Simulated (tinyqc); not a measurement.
## Single-electron transistor, orthodox theory and master equation: linear conductance against temperature

A metal island with n extra electrons joins the left lead (voltage V) and the right lead (0 V) by tunnel junctions and couples to a gate. Cs = CL + CR + Cg. Adding electron n + 1 costs mu(n) = [q (n + 1/2) - CL V - Cg Vg]/Cs (in volts); the Fermi levels are -V (left) and 0 (right). A jump that gains the energy W has the rate G(W) = (W/q)/(R [1 - exp(-W/Vt)]), W in volts, Vt = kB T/q. Sequential tunnelling only; I > 0 flows from left to right.

Onto the island: from the left W = -V - mu(n), from the right W = -mu(n); off the island (n + 1 to n): to the left W = mu(n) + V, to the right W = mu(n). Steady state: p(n + 1)/p(n) = (sum of on rates)/(sum of off rates), normalised. I = q sum_n [p(n + 1) (off to left) - p(n) (on from left)]. Enough charge states are kept that the digits shown do not change. The conductance is dI/dV at V = 0 times RL + RR, at Vg = q/(2 Cg) (peak) and Vg = 0 (valley).

Parameters, values chosen for the exercise:

| symbol | value | unit | meaning |
|---|---|---|---|
| CL | 31 | aF | capacitance of the left junction |
| CR | 24 | aF | capacitance of the right junction |
| Cg | 6.3 | aF | gate capacitance |
| RL | 120 | kohm | resistance of the left junction |
| RR | 120 | kohm | resistance of the right junction |

Constants: q = 1.602176634e-19 C, kB = 1.380649e-23 J/K, Vt = kB T/q. Results are converted to the units shown.

Result of one run:

| T (K) | kB T/(q^2/Cs) | peak | valley |
|---|---|---|---|
| 3.9 | 0.1286 | 0.5031 | 0.1562 |

What becomes of these results when the temperature T is changed from 3.9 to 8.9 K, all else the same?

Result of the changed run:

| T (K) | kB T/(q^2/Cs) | peak | valley |
|---|---|---|---|
| 8.9 | 0.2934 | 0.5972 | 0.5631 |

The whole series:

| T (K) | kB T/(q^2/Cs) | peak | valley |
|---|---|---|---|
| 0.74 | 0.02440 | 0.5000 | 5.158e-8 |
| 1.1 | 0.03627 | 0.5000 | 2.838e-5 |
| 1.7 | 0.05605 | 0.5000 | 0.002383 |
| 2.6 | 0.08572 | 0.5001 | 0.03408 |
| 3.9 | 0.1286 | 0.5031 | 0.1562 |
| 5.9 | 0.1945 | 0.5272 | 0.3698 |
| 8.9 | 0.2934 | 0.5972 | 0.5631 |
| 13 | 0.4286 | 0.6876 | 0.6843 |
| 20 | 0.6594 | 0.7809 | 0.7809 |

At low temperature the peak is 0.500, the limit 1/2 of a metal island with only two charge states in play; it rises from 0.500 to 0.781, and the valley rises from 5.16e-8 to 0.781. Among the rows the valley is within 10 % of the peak from kB T = 0.29 q^2/Cs on: the oscillation is washed out.

Range of the model: Cotunnelling, which dominates deep in the blockade, is left out.

tinyqc, about 0.01 s, one thread, Intel Xeon 2.30GHz (shared host): `OMP_NUM_THREADS=1 python tinyqc.py 2780035 2780036 out.jsonl`
